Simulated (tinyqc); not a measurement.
Nanowire ballistic transistor, top-of-the-barrier model: one step of the calculation.

At the top of the source barrier, states moving towards the drain are filled by the source (Fermi level 0) and states moving back by the drain (Fermi level -q Vd); nothing scatters. U is the shift of the band edge there, set by the capacitances CG, CD and CS (the total) and by the charge. Parabolic one-dimensional subband; the source is grounded.

Problem. Current, mean velocity and share of the gate voltage. N0 = gv sqrt(2 m kB T/pi)/hbar, CG = 2 pi eps0 eox/ln(1 + 2 tox/d), CS = CG/aG, n0 = n at U = 0 and Vd = 0. eta1 = -(E0 + U)/Vt, eta2 = eta1 - Vd/Vt, n = (N0/2)[F_(-1/2)(eta1) + F_(-1/2)(eta2)], F_(-1/2)(x) = (1/sqrt(pi)) int_0^infinity u^(-1/2)/(1 + exp(u - x)) du. I = gv (2 q^2/h) Vt [ln(1 + exp eta1) - ln(1 + exp eta2)]. Mean velocity I/(q n). CQ = (q/Vt) dn/d(eta1); the band edge follows the gate as -dU/dVg = aG/(1 + CQ/CS).

Values chosen for this exercise; mass and valleys close to those of gallium nitride:
- T = 300 K (temperature)
- m = 0.19 m0 (effective mass)
- gv = 1 (valley degeneracy)
- eox = 22 (relative permittivity of the gate insulator)
- tox = 2.5 nm (insulator thickness)
- d = 4 nm (wire diameter)
- aG = 0.94 (gate control CG/CS)
- E0 = 0.37 eV (band edge at the barrier top above the source Fermi level at zero bias)
- Vd = 0.2 V (drain voltage)

Constants: q = 1.602176634e-19 C, kB = 1.380649e-23 J/K, hbar = 1.054571817e-34 J s, h = 6.62607015e-34 J s, m0 = 9.1093837015e-31 kg, Vt = kB T/q, eps0 = 8.8541878128e-14 F/cm where lengths are in cm. Results are converted to the units shown.

converged U = -0.46021277 eV

Wanted: eta1; n; I; mean velocity; CQ; -dU/dVg.

Solution.

eta1 = 3.4896
n = 2.0631e6 cm^-1
I = 7.0215 uA
mean velocity = 2.1242e7 cm/s
CQ = 2.1744 pF/cm
-dU/dVg = 0.82788 eV/V

The carriers from the source are degenerate (eta1 = 3.49), and the mean velocity is 1.72 times vT = sqrt(2 kB T/(pi m)) = 1.23e7 cm/s.

Numbers from tinyqc (`OMP_NUM_THREADS=1 python tinyqc.py 2400115 2400116 out.jsonl`; about 0.03 s on one thread of a shared Intel Xeon 2.30GHz).
